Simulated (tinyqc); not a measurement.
# Ferroelectric switching by domains, regions with a spread of times with Merz's law: effects of single changes

A film poled to -Ps gets a pulse V of length t. Field E = V/d, characteristic time tau = t0 exp(Ea/E). The film consists of seven classes of regions, z = -3..3, with weights w_z proportional to exp(-z^2/2) and summing to one, and times tau_z = tau 10^(wd z); the switched share is f = sum w_z [1 - exp(-(t/tau_z)^m)]. P = Ps (2 f - 1).

Inputs (values chosen for the exercise):
```
symbol  value     unit                    meaning
t0          2       ns             time prefactor
Ea      11000    kV/cm           activation field
d          15       nm             film thickness
m           3                     Avrami exponent
V         3.4        V              pulse voltage
wd        0.3  decades  spread of switching times
tp        410       ns               pulse length
```

Each table varies one quantity; the others keep the values above.

## Effect of the film thickness

t10, t50 and t90 are the pulse lengths for f = 0.1, 0.5 and 0.9; f is taken at tp.

Results:
```
d (nm),tau (ns),t10 (ns),t50 (ns),t90 (ns),f at tp
7.5,22.638,6.5698,19.231,52.299,1.0000
12,97.077,28.173,82.466,224.27,0.97980
15,256.23,74.362,217.67,591.96,0.79385
19,934.68,271.26,794.00,2159.3,0.21134
24,4711.9,1367.5,4002.7,10886,0.0049922
30,32828,9527.1,27887,75840,1.5548e-5
```

Estimate the missing row, d = 9.4 nm.

Computed row:
```
d (nm),tau (ns),t10 (ns),t50 (ns),t90 (ns),f at tp
9.4,41.860,12.148,35.559,96.706,0.99932
```

With this row back in the table: As d goes from 7.5 to 30 nm, t50 rises from 19.2 to 27900 ns and f at tp falls from 1.00 to 1.55e-5; t90/t10 stays at 7.96, since only tau changes.

## Effect of the Avrami exponent

Same model as above.

The same in every row: tau (ns) = 256.23.

Results:
```
m,t10 (ns),t50 (ns),t90 (ns),f at tp
0.5,2.5595,119.05,1581.1,0.71205
1.5,42.465,189.11,653.10,0.78254
2,57.246,201.13,614.39,0.79172
2.5,67.353,209.90,600.45,0.79518
3,74.362,217.67,591.96,0.79385
4,83.699,229.65,578.65,0.78234
```

Estimate the missing row, m = 1.

Computed row:
```
m,t10 (ns),t50 (ns),t90 (ns),f at tp
1,21.962,168.40,781.77,0.76111
```

With this row back in the table: As m goes from 0.5 to 4, t50 rises from 119 to 230 ns and f at tp goes from 0.712 through a maximum of 0.795 (at m = 2.5 among the rows listed) to 0.782; t90/t10 goes from 618 to 6.91.

## Effect of the pulse voltage

Same model as above.

Result of one run:
```
V (V),tau (ns),t10 (ns),t50 (ns),t90 (ns),f at tp
2,7655.3,2221.7,6503.1,17686,0.0012108
```

What becomes of these results when the pulse voltage V is changed from 2 to 6.1 V, all else the same?

Result of the changed run:
```
V (V),tau (ns),t10 (ns),t50 (ns),t90 (ns),f at tp
6.1,29.906,8.6792,25.405,69.091,0.99997
```

The whole series:
```
V (V),tau (ns),t10 (ns),t50 (ns),t90 (ns),f at tp
1.7,32828,9527.1,27887,75840,1.5548e-5
2,7655.3,2221.7,6503.1,17686,0.0012108
2.5,1470.2,426.67,1248.9,3396.5,0.092238
2.9,591.58,171.69,502.54,1366.7,0.40649
3.5,223.06,64.735,189.49,515.32,0.83513
4.2,101.67,29.506,86.366,234.88,0.97695
5.1,50.828,14.751,43.178,117.42,0.99843
6.1,29.906,8.6792,25.405,69.091,0.99997
```

As V goes from 1.7 to 6.1 V, t50 falls from 27900 to 25.4 ns and f at tp rises from 1.55e-5 to 1.00; t90/t10 stays at 7.96, since only tau changes. At half the voltage of the last row tau would be 15.0 times longer.

Numbers from tinyqc (`OMP_NUM_THREADS=1 python tinyqc.py 2860124 2860125 out.jsonl`; about 0.01 s on one thread of a shared Intel Xeon 2.30GHz).
